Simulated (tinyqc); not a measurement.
Worked calculation: X-ray photoelectron analysis of a thin oxide on a semiconductor: attenuation lengths, thickness, angle series and band offsets. Computed by tinyqc, a small Python program that keeps every step. Command: `OMP_NUM_THREADS=1 python tinyqc.py 3110054 3110055 out.jsonl xps walk`. One thread of a shared host (Intel(R) Xeon(R) Processor @ 2.30GHz), about 0.01 s of CPU time with the checks. Intermediate numbers are printed to about 5 digits and carried at full precision; extremes and crossings named in words are read from the listed rows.

The same element is seen in the oxide and in the substrate, at nearly the same kinetic energy; films are flat and uniform, and the work function is ignored.

Inputs (values chosen for the exercise, modelled on SiO2 on 4H-SiC):
```
quantity,value,unit
photon energy,1486.6,eV
binding energy of the core level,100.5,eV
oxide density,2.14,g/cm^3
oxide formula mass,60.08,g/mol
valence electrons per oxide formula,16,-
oxide gap,9.02,eV
substrate density,3.21,g/cm^3
substrate formula mass,40.1,g/mol
valence electrons per substrate formula,8,-
substrate gap,3.26,eV
oxide thickness d,1.5,nm
emission angle from the normal,60,degrees
attenuation length over inelastic mean free path,0.89,-
carbon overlayer,0.81,nm
counts in the two peaks together,100000,-
valence band offset used to make the data,2.88,eV
"core level less valence band top, substrate",99,eV
"core level less valence band top, thick oxide",98.65,eV
field in the oxide,1.1,MV/cm
```

## Inelastic mean free paths

TPP-2M: lambda = E/(E_p^2 [b ln(c E) - C/E + D/E^2]) in angstrom, E_p = 28.8 sqrt(N_v rho/M), b = -0.10 + 0.944/sqrt(E_p^2 + E_g^2) + 0.069 rho^0.1, c = 0.191/sqrt(rho), U = N_v rho/M, C = 1.97 - 0.91 U, D = 53.4 - 20.8 U, with E = photon energy less binding energy in eV. Attenuation length L = factor x lambda.

kinetic energy E = 1386.1 eV

Terms:
```
layer,E_p (eV),b,c,lambda (nm)
oxide,21.742,0.014559,0.13056,3.9277
substrate,23.047,0.018091,0.10661,2.9190
```

L in the oxide = 3.4956 nm

L in the substrate = 2.5979 nm

## Peak ratio

R_0 = (rho_o/M_o) L_o/((rho_s/M_s) L_s); peak ratio R = I_ox/I_sub = R_0 [exp(d/(L_o cos theta)) - 1]; hence d = L_o cos theta ln(1 + R/R_0). A carbon layer weakens both peaks alike, by exp(-d_C/(L_o cos theta)) if its L is taken equal to L_o. This R_0 leaves out intrinsic losses from the substrate peak, so calibrated values can be larger.

R_0 = 0.59872

d/(L_o cos theta) = 0.85821

ratio R = 0.81362

oxide share of the counts = 0.44862

attenuation by carbon = 0.62912

depth 3 L_o cos theta = 5.2435 nm

Caution: beyond about 60 degrees elastic scattering and roughness make a single attenuation length unreliable.

## Error budget of the thickness

With x = d/(L_o cos theta): d ln d/d ln R = (1 - exp(-x))/x = -d ln d/d ln R_0; counting error of R = 1/sqrt(N f (1 - f)), f the oxide share, which times the sensitivity gives that of d; an angle error adds tan(theta) d theta; d is proportional to L_o at fixed R_0. Assumed errors: 5 % in R_0, 1 degree, 5 % in L_o.

sensitivity to R = 0.67126

counting error of d = 0.42680 %

R_0 = 3.3563 %

angle = 3.0230 %

L_o = 5 %

The attenuation length is the largest of these terms.

## Angle series: uniform film or islands?

Islands: half of the surface carries 2 d and half none, R = R_0 (1/2)(1 - t)/(1/2 + t/2) with t = exp(-2 d/(L_o cos theta)); the apparent thickness is read with the uniform formula.

Against the angle:
```
theta (degrees),"R, uniform","R, islands","apparent d, islands (nm)"
0,0.3208,0.24222,1.1876
20,0.3465,0.25586,1.1688
35,0.4122,0.28778,1.1239
45,0.4997,0.32445,1.0703
55,0.6664,0.37960,0.9846
65,1.0539,0.45979,0.8418
75,2.5436,0.55677,0.5949
```

A uniform film gives d = 1.5 nm at every angle. The island film of the same volume reads 1.19 nm at normal emission and 0.595 nm at 75 degrees; its ratio cannot pass R_0, since the bare half always shows the substrate.

## Band offsets by core levels

Valence band offset = (E_core - E_v)(substrate) - (E_core - E_v)(oxide) + (core level separation at the interface, oxide less substrate). The separation is made here from the given offset; a uniform field F that raises the binding energy towards the surface shifts the oxide peak by e F <z>, <z> = d/(1 - exp(-x)) - d/x, x = d/(L_o cos theta), being the mean distance from the interface. Conduction band offset = oxide gap - substrate gap - valence band offset.

separation without field = 2.53 eV

<z> = 0.85598 nm

separation with field = 2.6242 eV

apparent valence band offset = 2.9742 eV

true conduction band offset = 2.88 eV

apparent conduction band offset = 2.7858 eV

The field biases both offsets by 0.094 eV, in opposite directions.

Checks made by the program: thickness recovered (relative difference below 1e-10).
